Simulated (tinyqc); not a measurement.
From results back to parameters: parabolic quantum dot in a magnetic field (Fock-Darwin). Three cases, with inputs chosen for the exercise.

Problem. The two far-infrared modes of a parabolic dot are W +/- wc/2 with W = sqrt(w0^2 + wc^2/4) and hbar wc = 2 muB B/m. They were computed from hidden w0 and m.

Constants: muB = 5.788381798e-05 eV/T.

Find: hbar wc; m; hbar w0.

Method. Their difference is hbar wc and their product (hbar w0)^2.

Case 1.

Values chosen (out of a larger set: near those of a gate-defined dot in Si; not measured data): B = 1.44 T (magnetic field).

modes (meV): 2.10276  1.21745

Solution.

hbar wc = 0.885 meV
m = 0.1883 m0
hbar w0 = 1.60 meV

Case 2.

Values chosen (out of a larger set: near those of a gate-defined dot in Si; not measured data): B = 8.22 T (magnetic field).

modes (meV): 7.27311  2.42537

Solution.

hbar wc = 4.848 meV
m = 0.1963 m0
hbar w0 = 4.20 meV

Case 3.

Values chosen (out of a larger set: near those of a gate-defined dot in Si; not measured data): B = 2.45 T (magnetic field).

modes (meV): 3.73169  2.25367

Solution.

hbar wc = 1.478 meV
m = 0.1919 m0
hbar w0 = 2.90 meV

Computed by tinyqc, one run a case: `OMP_NUM_THREADS=1 python tinyqc.py N N+1 out.jsonl` with N = 1280557, 1280583, 1280608; one thread of a shared Intel(R) Xeon(R) Processor @ 2.30GHz, about 0.08 s a run at most.
